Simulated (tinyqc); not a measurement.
Strain, valley repopulation and piezoresistance in a many-valley conduction band. Changing the stress X (tension positive). Computed by tinyqc, a small Python program. Command: `OMP_NUM_THREADS=1 python tinyqc.py 3023180 3023181 out.jsonl valleys sweep`. One thread of a shared host (Intel(R) Xeon(R) Processor @ 2.30GHz), about 0.04 s of CPU time with the checks.

Valleys are ellipsoids with mass m_l along the axis a and m_t across it, parabolic, with one constant relaxation time; strain shifts the valleys and leaves the masses alone. Currents are taken along [100], along the load, and along [010], across the load.

Inputs (values chosen for the exercise, modelled on silicon):
```
quantity,value,unit
longitudinal mass m_l,0.895,m_0
transverse mass m_t,0.195,m_0
shear deformation potential Xi_u,9.4,eV
dilation deformation potential Xi_d,1.1,eV
C11,165,GPa
C12,64,GPa
C44,79.2,GPa
electron density n,4.5e+15,1/cm^3
relaxation time tau,200,fs
temperature T,400,K
```

Valley axes: <100> (6 valleys in 3 pairs). Load: uniaxial [100].

Constants: k_B = 8.617333262e-05 eV/K; m_0 = 9.1093837015e-31 kg; k_B = 1.380649e-23 J/K; hbar = 1.054571817e-34 J s; e = 1.602176634e-19 C.

Method:
- Compliances S11 = (C11 + C12)/((C11 - C12)(C11 + 2 C12)), S12 = -C12/((C11 - C12)(C11 + 2 C12)), S44 = 1/C44; stress sigma_ij = X n_i n_j for the unit vector n of the load; e_xx = S11 sigma_xx + S12 (sigma_yy + sigma_zz), e_xy = S44 sigma_xy/2 (tensor strain).
- Herring-Vogt shift of a valley with unit axis a: dE = Xi_d tr(e) + Xi_u a.e.a.
- Each of the 6 valleys holds n_v = N_v (2/sqrt(pi)) F_1/2((E_F - dE_v)/(k_B T)), N_v = 2 (m_d k_B T/(2 pi hbar^2))^(3/2), m_d = (m_l m_t^2)^(1/3); E_F solves sum n_v = n and is counted from the unstrained edge.
- F_j(eta) = int_0^infinity x^j/(1 + exp(x - eta)) dx, without a gamma-function factor. It is evaluated after integrating by parts.
- Integrals over x = E/(k_B T) use 160 Gauss-Legendre points in u = sqrt(x) from 0 to sqrt(max(eta, 0) + 32).
- Mobility tensor mu = e tau sum_v (n_v/n) [1/m_t + (1/m_l - 1/m_t) a a^T]; unstrained mu_0 = e tau (1/m_l + 2/m_t)/3; resistivity along d from the inverse tensor, rho_d = d.mu^-1.d/(n e), mobility along d = 1/(d.mu^-1.d); gauge pi_d = (rho_d/rho_0 - 1)/X.

One run for each value:
```
stress X (tension positive) (MPa),mobility along the first direction (cm^2/(V s)),mobility along the second direction (cm^2/(V s)),Fermi level E_F (meV),splitting (highest minus lowest) (meV)
-2000,405.7,1797.6,-431.14,186.14
-1560,433.6,1783.6,-398.18,145.19
-1110,521.2,1739.9,-366.04,103.31
-667,743.3,1628.8,-338.71,62.08
-222,1131.5,1434.7,-320.38,20.66
222,1500.0,1250.4,-313.78,20.66
667,1696.3,1152.3,-315.53,62.08
1110,1769.5,1115.7,-320.99,103.31
1560,1793.5,1103.7,-327.85,145.19
2000,1800.7,1100.1,-334.97,186.14
```

Over the rows, mobility along the first direction (cm^2/(V s)) rises from 406 to 1800; mobility along the second direction (cm^2/(V s)) falls from 1800 to 1100; Fermi level E_F (meV) goes from -431 through a maximum among these rows, -314 at 222, to -335. The sign of the stress decides which valleys drop; electrons gather there, and each direction then sees the mix of light and heavy mass that those valleys present to it, until the upper valleys are empty.

Caution (rows -2000, -1560, -1110, 1110, 1560, 2000): strain near 1 % also warps the bands and changes masses and intervalley scattering, which this model leaves out.

Extremes, crossings and ranges named in words are read from the listed rows.
